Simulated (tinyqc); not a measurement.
Gated two-dimensional channel with two bands, quantum capacitance: effect of the temperature.

phi is the Fermi level above the lowest band edge, in volts; Vg is counted from the gate voltage at which an empty channel would have phi = 0. The channel has no thickness; trap charge is -q Dit phi.

D1 = gv md m0 q/(pi hbar^2), D2 = g2 m2 m0 q/(pi hbar^2) per eV; n1 = D1 Vt ln(1 + exp(phi/Vt)), n2 = D2 Vt ln(1 + exp((phi - E2)/Vt)), n = n1 + n2; Cq = q dn/dphi = q [D1/(1 + exp(-phi/Vt)) + D2/(1 + exp((E2 - phi)/Vt))]. Cox = eps0 eox/tox; Vg = phi + q (n + Dit phi)/Cox. 1/C_G = 1/Cox + 1/(Cq + q Dit); dphi/dVg = Cox/(Cox + Cq + q Dit).

Inputs (values chosen for the exercise); lowest band close to that of a thin silicon body: relative permittivity of the gate insulator (close to silicon nitride) eox = 7.65; insulator thickness tox = 9.8 nm; in-plane mass md = 0.195 m0; valley degeneracy gv = 2; in-plane mass of a second band, chosen freely m2 = 0.22 m0; valley degeneracy of that band, chosen freely g2 = 6; second band edge above the first E2 = 0.25 eV; density of traps Dit = 1.2e12 cm^-2 eV^-1; gate voltage Vg = 0.5 V.

Constants: q = 1.602176634e-19 C, kB = 1.380649e-23 J/K, hbar = 1.054571817e-34 J s, m0 = 9.1093837015e-31 kg, Vt = kB T/q, eps0 = 8.8541878128e-14 F/cm where lengths are in cm. Results are converted to the units shown.

The same in every row: Cox (uF/cm^2) = 0.69117.

Result of one run:
```
phi (V)    n (cm^-2)  Cq (uF/cm^2)  C_G (uF/cm^2)  dphi/dVg  share of the second band (%)
-0.039782  2.3763e12        7.5263        0.63436  0.082187                        1.1989
```

Which temperature T gave this result: 50, 120, 200 or 500 K?

T = 500 K.

The whole series:
```
T (K)     phi (V)  n (cm^-2)  Cq (uF/cm^2)  C_G (uF/cm^2)  dphi/dVg  share of the second band (%)
50       0.012588  2.0876e12        24.768        0.67255  0.026945                    1.3368e-22
77       0.011805  2.0919e12        22.333        0.67059  0.029771                    4.4933e-14
120     0.0094278  2.1050e12        18.620        0.66667  0.035439                     2.1340e-8
200     0.0023483  2.1440e12        13.939        0.65894  0.046631                     2.5474e-4
300    -0.0096032  2.2099e12        10.658        0.64978  0.059884                      0.028083
400     -0.023808  2.2882e12        8.7462        0.64156  0.071776                       0.29478
500     -0.039782  2.3763e12        7.5263        0.63436  0.082187                        1.1989
```

As T goes from 50 to 500, Cq falls from 24.8 to 7.53 uF/cm^2, C_G/Cox falls from 0.973 to 0.918 and n rises from 2.09e12 to 2.38e12 cm^-2. Cq exceeds Cox in every row, so the insulator is the tighter limit, though Cq still cuts C_G by up to 8.2 %.

Computed by the program tinyqc: `OMP_NUM_THREADS=1 python tinyqc.py 2200139 2200140 out.jsonl`, one thread of a shared Intel Xeon 2.30GHz, about 0.01 s for the whole run.
